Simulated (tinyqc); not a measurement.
From results to parameters: Luttinger model of the valence bands. Computed by the program tinyqc.

Problem. In the four-band Luttinger model 1/m = g1 -/+ 2 g2 along [100] and g1 -/+ 2 g3 along [111]. Find g1, g2, g3 and the light hole mass along [111].

heavy and light hole masses along [100] (electron masses): 0.094877  0.042123
heavy hole mass along [111] = 0.128866 electron masses

Solution. The mean of the two inverse masses along [100] is g1 and a quarter of their difference is g2; g3 = (g1 - 1/m_hh[111])/2.

g1, g2, g3: 17.140  3.300  4.690
light hole mass along [111] = 0.0377 electron masses
